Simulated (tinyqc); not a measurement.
Stress in a transistor channel from embedded alloy regions, liners and fins, by half-space elasticity: one step, computed by the program tinyqc.

Plane strain in an isotropic half-space, the same constants everywhere; x along the channel from its centre, y downwards from the free surface; stress is positive in tension.

Question. Relaxation at the ends of a cut stripe. Shear-lag estimate for a stripe of length l and height h on a like substrate: the stress along it is s(x)/s_film = 1 - cosh(x/lam)/cosh(l/(2 lam)), lam = (pi/2) g h with g = 1.258; mean = 1 - (2 lam/l) tanh(l/(2 lam)).

Inputs (values chosen for the exercise, modelled on silicon): length of a cut fin or stripe = 360 nm; height of the strained layer h = 22 nm.

Give: transfer length lam; share kept at the centre; share kept on average.

Answer.

transfer length lam = 43.473 nm

share kept at the centre = 0.96818

share kept on average = 0.75860

The stripe is long enough to keep its strain at the centre.
